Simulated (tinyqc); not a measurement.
# Bias-temperature instability, empirical power law with universal recovery: several studies

Threshold-voltage shift at the end of a stress: dV = A (V/V0)^g exp[-(Ea q/kB)(1/T - 1/T0)] (t/1 s)^n. After a delay tr the permanent share pp stays and the rest falls by r = 1/(1 + B (tr/t)^be). An empirical model: its parameters are fits, not properties.

Parameters, values chosen for the exercise:

| symbol | value | unit | meaning |
|---|---|---|---|
| V0 | 1.8 | V | reference stress voltage |
| T0 | 373 | K | reference temperature |
| A | 20 | mV | shift after 1 s at V0 and T0 |
| n | 0.19 |  | time exponent |
| g | 3.1 |  | voltage exponent |
| Ea | 0.14 | eV | apparent activation energy of the shift |
| pp | 0.47 |  | permanent share |
| B | 1.1 |  | recovery scale |
| be | 0.23 |  | recovery dispersion |
| V | 1.02 | V | use voltage |
| T | 358 | K | use temperature |
| dc | 70 | mV | failure criterion |
| ts | 1000 | s | stress time |

Constants: q = 1.602176634e-19 C, kB = 1.380649e-23 J/K. Results are converted to the units shown.

Each table varies one quantity; the others keep the values above.

## Effect of the time exponent at a fixed measured point

The lifetime solves dV = dc; ten years are 3.15576e8 s. A is rescaled so that the shift at ts, V0 and T0 stays the same.

Effect of the time exponent at a fixed measured point:
```
nx	A (mV)	shift after ten years (mV)	lifetime (years)
0.1	37.24	37.76	4797
0.125	31.34	51.82	110.9
0.15	26.37	71.11	9.001
0.175	22.18	97.60	1.497
0.2	18.67	133.9	0.3899
0.225	15.70	183.8	0.1369
0.25	13.21	252.3	0.05928
0.275	11.12	346.2	0.02989
0.3	9.355	475.1	0.01689
```

What does the table show?

The ten-year shift rises from 37.8 to 475 mV and the lifetime falls from 4800 to 0.0169 years: an error of 0.025 in the exponent changes the shift by a factor of 1.37 over the 5.50 decades from ts to ten years. For nx = 0.1 the lifetime is a formal extrapolation far beyond any test.

## Recovery after a stress

Same model as above.

At V0 and T0 after the stress time ts.

Recovery after a stress:
```
tr (s)	tr/ts	share left	shift (mV)
0.00082	8.2000e-7	0.97776	72.654
0.012	1.2000e-5	0.96019	71.349
0.16	1.6000e-4	0.93194	69.249
2.3	0.0023000	0.88666	65.885
33	0.033000	0.82288	61.146
460	0.46000	0.74603	55.435
6500	6.5000	0.66689	49.555
92000	92.000	0.59889	44.501
```

The shift falls from 72.7 to 44.5 mV over 8.0 decades of time, towards the permanent 34.9 mV. Half of the recoverable part is gone at tr/ts = B^(-1/be) = 0.661.

## Lifetime against voltage

Same model as above.

Results:
```
V (V)	shift after ten years (mV)	lifetime (years)
0.6	22.779	3682.7
0.94	91.612	2.4264
1.11	153.38	0.16108
1.29	244.39	0.013873
1.46	358.72	0.0018407
1.63	504.71	3.0515e-4
1.8	686.44	6.0472e-5
```

Estimate the missing row, V = 0.77 V.

Computed row:
```
V (V)	shift after ten years (mV)	lifetime (years)
0.77	49.360	62.881
```

With this row back in the table: The shift goes as V^3.1 and the lifetime as V^(-16.3): 5 % more voltage adds 16.3 % to the shift and divides the lifetime by 2.22. 2 of the 8 rows pass ten years. For V = 0.6 the lifetime is a formal extrapolation far beyond any test.

tinyqc, about 0.01 s, one thread, Intel Xeon 2.30GHz (shared host): `OMP_NUM_THREADS=1 python tinyqc.py 2070078 2070079 out.jsonl`
